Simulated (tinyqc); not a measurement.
Inside a calculation. Method: plane-wave Kohn-Sham cycle with exchange-only LDA in a layered model solid. One step of it, computed by the program tinyqc.

Problem. Iteration 1: levels at that k. Diagonalise the Hermitian matrix.

H (hartree), lower triangle:
```
           -2         -1         +0         +1        +2
-2   3.134679
-1  -0.200000   0.454046
+0  -0.125000  -0.200000  -0.277036
+1   0.000000  -0.125000  -0.200000   0.941433
+2   0.000000   0.000000  -0.125000  -0.200000  4.109455
```

Give: eigenvalues.

Solution.

eigenvalues (hartree): -0.3805  0.4861  0.9788  3.1532  4.1250
